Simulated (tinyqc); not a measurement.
Inside a calculation: quaternary alloy A(x)B(1-x)C(y)D(1-y) matched to a substrate. Values are carried at full precision from step to step, so a last printed digit may differ when a step is redone from the rounded ones.

Matching a(x,y) = a_s gives x = (a_s - y a_BC - (1 - y) a_BD)/(y (a_AC - a_BC) + (1 - y)(a_AD - a_BD)).
Constants: hc = 1239.841984 eV nm.

Values chosen for the exercise (AC, AD, BC, BD near GaAs, GaP, InAs and InP; substrate near GaAs; not measured data): a = (5.656, 5.453, 6.065, 5.878) angstrom (lattice constants of AC, AD, BC, BD); a_s = 5.656 angstrom (substrate); y = 0.27 (fraction of C); Eg = (1.508, 2.925, 0.421, 1.445) eV (gaps at Gamma of AC, AD, BC, BD); Cb = (0.501, 0.722, 0.174, 0.092) eV (bowing of ABC, ABD, ACD, BCD); dx = -0.027 (error of x in growth).

## The matched composition

Give numerator, denominator and x.

numerator = -0.27249 angstrom
denominator = -0.42068 angstrom
x = 0.6477

## The gap by rule 1

Q(x,y) = x y Q_AC + x (1 - y) Q_AD + (1 - x) y Q_BC + (1 - x)(1 - y) Q_BD for the lattice constant. Gap, rule 1: Q(x,y) - x (1 - x)[y C_ABC + (1 - y) C_ABD] - y (1 - y)[x C_ACD + (1 - x) C_BCD]. Rule 2 (mean of ternaries): {x (1 - x)[y T_ABC(x) + (1 - y) T_ABD(x)] + y (1 - y)[x T_ACD(y) + (1 - x) T_BCD(y)]}/{x (1 - x) + y (1 - y)}, T_ABC(x) = x E_AC + (1 - x) E_BC - C_ABC x (1 - x), T_ACD(y) = y E_AC + (1 - y) E_AD - C_ACD y (1 - y), and alike. Only the Gamma valley is followed.

Give the four weights, the bilinear part, the two bowing terms, the gap and hc/gap.

weights of AC, AD, BC, BD: 0.1749  0.4728  0.0951  0.2572

bilinear part = 2.0584 eV

bowing terms (eV): 0.1511  0.0286

gap = 1.8787 eV
wavelength = 660 nm

## The gap by rule 2

Give the four ternary gaps and their weighted mean.

T_ABC, T_ABD, T_ACD, T_BCD (eV): 1.0108  2.2389  2.5081  1.1504

gap = 1.9641 eV

Rule 2 lies 85 meV above rule 1: it averages the two bowing terms where rule 1 adds them. Both agree on the ternary edges.

## An error in composition

Replace x by x + dx; mismatch (a_s - a)/a and change of the relaxed gap by rule 1.

a = 5.6674 angstrom
mismatch = -0.200 %
change of the gap = -41.5 meV

The layer would be under compression; the strain shift of the gap is not included.

## Checks

- Lattice constant at the matched composition against a_s (angstrom): both 5.6560.
- Rule 2 as a mean of ternaries against its form with averaged bowing (eV): both 1.9641.

tinyqc: `OMP_NUM_THREADS=1 python tinyqc.py 1080387 1080388 out.jsonl`; about 0.01 s, one thread, shared Intel(R) Xeon(R) Processor @ 2.30GHz.
